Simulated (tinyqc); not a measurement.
The solidus: solid solubility of a dopant against its melt (retrograde solidus), clustering and the electrically active fraction. Computed by tinyqc, a small Python program. Command: `OMP_NUM_THREADS=1 python tinyqc.py 3010661 3010662 out.jsonl retro walk`. One thread of a shared host (Intel(R) Xeon(R) Processor @ 2.30GHz), about 0.01 s of CPU time with the checks.

Inputs (values chosen for the exercise, of the order of those of antimony in silicon for the solubility):
```
quantity                                   value    unit
melting point of the host T_m               1687       K
heat of melting of the host H_f             50.2  kJ/mol
interaction L of the melt                    3.4  kJ/mol
enthalpy of transfer from melt to solid H  0.738      eV
entropy of transfer S                       1.19     k_B
site density N0                            5e+22  1/cm^3
```

Constants: R = 8.314462618 J/(mol K); k_B = 8.617333262e-05 eV/K; e = 1.602176634e-19 C; N_A = 6.02214076e+23 1/mol.

Method. x_l and x_s are atom fractions of the dopant in melt and solid; the solid is dilute. Liquidus of the host: R T ln(1 - x_l) + L x_l^2 = -H_f (1 - T/T_m). Distribution: k = x_s/x_l = exp[L (1 - x_l)^2/(R T)] exp(S/k_B - H/(k_B T)), the first factor being the activity coefficient in the melt. Solubility = x_s N0; at T_m x_l = 0. The largest x_s N0 between 900 K and T_m. For an ideal melt with constant heats the maximum has x_l = H_f/(H + H_f), H in the same units.

largest solubility = 2.33917e+20 1/cm^3

temperature of the maximum = 1481.48 K

Against temperature:
```
T (K)      x_l         k  solubility (1/cm^3)  over the maximum
1000   0.94042  0.000628           2.9538e+19           0.12627
1100   0.88965  0.001373           6.1056e+19           0.26102
1200   0.81322  0.002646           1.0757e+20           0.45986
1300   0.70533  0.004652           1.6406e+20           0.70135
1400   0.56221  0.007664           2.1543e+20           0.92097
1500   0.38532  0.012077           2.3268e+20           0.99472
1580   0.22550  0.016991           1.9157e+20           0.81895
1640   0.09972  0.021711           1.0825e+20           0.46276
1675   0.02547  0.024946           3.1766e+19           0.13580
```

What does the comparison show, and why?

Between the first rows the Arrhenius energy of the solubility is 0.69 eV, against H = 0.738 eV; it shrinks to zero at 1481 K and turns negative beyond. A crystal saturated at the maximum precipitates dopant-rich liquid on cooling and on heating alike. Below a eutectic or compound temperature another phase would set the limit.

Extremes, crossings and ranges named in words are read from the listed rows.
